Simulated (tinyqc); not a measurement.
Size effects in the resistivity of thin metal films and interconnect lines: one step, computed by the program tinyqc. Command: `OMP_NUM_THREADS=1 python tinyqc.py 3024734 3024735 out.jsonl size walk`. One thread of a shared host (Intel(R) Xeon(R) Processor @ 2.30GHz), about 0.01 s of CPU time with the checks.

Electrons lose their drift at surfaces (a share 1 - p of the hits) and at grain boundaries (reflection R), besides bulk scattering. The line sits in a trench with a non-conducting liner on both walls and the bottom; the spacing equals the drawn width.

Problem. Metal cross-section. Metal width w_m = w - 2t, height h_m = (aspect ratio) w - t, grain size D = (ratio) w_m.

Inputs (values chosen for the exercise, modelled on ruthenium):

| quantity | value | unit |
|---|---|---|
| drawn line width w | 40 | nm |
| grain size over metal width | 1.5 | - |
| aspect ratio (height over width) | 2.5 | - |
| liner thickness t | 2.7 | nm |

Geometry: line.

Give: metal width w_m; metal height h_m; grain size D; share of the trench filled by metal.

Solution.

metal width w_m = 34.6 nm

metal height h_m = 97.3 nm

grain size D = 51.9 nm

share of the trench filled by metal = 84.1645 %
